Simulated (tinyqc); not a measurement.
# Floating body of a partially depleted SOI transistor: body voltage and kink, step by step

Computed by the program tinyqc: `OMP_NUM_THREADS=1 python tinyqc.py 2182048 2182049 out.jsonl`, one thread of a shared Intel Xeon 2.30GHz, about 0.2 s for the whole run. Printed values are rounded.

Source at 0 V. Channel current Ic = 2 nf K Vt^2 [F(0) - F(Vd)](1 + la Vd), F(V) = ln^2(1 + exp((Vg - VT - nf V)/(2 nf Vt))), VT = VT0 - gb Vb. Saturation voltage Vs = 2 Vt sqrt(F(0)) + 3 Vt, excess Ve = (Vd - Vs + sqrt((Vd - Vs)^2 + 0.0004 V^2))/2, multiplication M1 = Ai Ve exp(-Bl/Ve). Each junction passes D(v) = J1 (exp(v/Vt) - 1) + J2 (exp(v/(2 Vt)) - 1). Bipolar current Ib = bb J1 (exp(Vb/Vt) - 1). The body settles where M1 (Ic + Ib) = D(Vb) + D(Vb - Vd) + Vb/Rb; drain current Id = (1 + M1)(Ic + Ib) - D(Vb - Vd).

Inputs (values chosen for the exercise); values of the order met in partially depleted silicon-on-insulator transistors: temperature T = 300 K; threshold at zero body voltage VT0 = 0.49 V; fall of the threshold per volt of body voltage gb = 0.13; slope factor nf = 1.36; gain factor per width K = 310 uA/(V^2 um); channel-length modulation factor la = 0.04 1/V; impact-ionisation prefactor Ai = 2.3 1/V; impact-ionisation voltage Bl = 6.1 V; diffusion saturation current of each junction J1 = 5.7e-13 uA/um; recombination saturation current of each junction J2 = 2.8e-8 uA/um; gain of the lateral bipolar transistor on the diffusion current bb = 1; resistance of a weak body tie to the source (1e9 stands for no tie, and the term is then dropped) Rb = 1e9 kohm um; gate voltage Vg = 0.68 V; drain voltage Vd = 1.5 V.

Constants: q = 1.602176634e-19 C, kB = 1.380649e-23 J/K, Vt = kB T/q. Results are converted to the units shown.

Range of the model: The multiplication law is an empirical form chosen for the exercise; self-heating and capacitive coupling to the body are left out, and the linear laws are rough once Vb passes about 0.7 V or M1 about 0.1.

## Starting value

Vb = 0.6 V.

Vb at the start = 0.6 V

## Iteration 1: new Vb

Current into the body I_in = M1 (Ic + Ib) - D(Vb - Vd), current out I_out = D(Vb) + Vb/Rb; f = ln(I_in/I_out), s = df/dVb by central differences over 1e-5 V, Vb(new) = Vb - f/s.

Ic = 8.77688 uA/um
Ve = 1.22434 V
M1 = 0.0193128
I_in = 0.169638 uA/um
I_out = 0.00991445 uA/um
f = 2.83968
s = -32.1795 1/V
Vb after iteration 1 = 0.688245 V

## Iteration 2: new Vb

As before.

Ic = 9.52431 uA/um
Ve = 1.21607 V
M1 = 0.0185437
I_in = 0.180471 uA/um
I_out = 0.224822 uA/um
f = -0.219739
s = -35.9752 1/V
Vb after iteration 2 = 0.682137 V

## Course of the iteration

Stop when the step is below 1e-10 V, or after 40 iterations.

Course of the iteration:
```
iteration	Vb before the step (V)	step (V)
1	0.6	0.0882
2	0.688245	-6.11e-3
3	0.682137	1.97e-7
4	0.682137	< 1e-14
```

Converged in 4 iterations.

## Drain current with floating and with grounded body

converged Vb = 0.682137 V

Id and VT at the converged Vb, Id at Vb = 0, their ratio, and the bipolar share Ib/(Ic + Ib).

VT = 0.401322 V
Id, floating = 9.81486 uA/um
Id, grounded = 4.68767 uA/um
ratio = 2.09376
bipolar share = 1.70368 %

The body rises to 0.682 V and lowers the threshold by 88.7 mV.
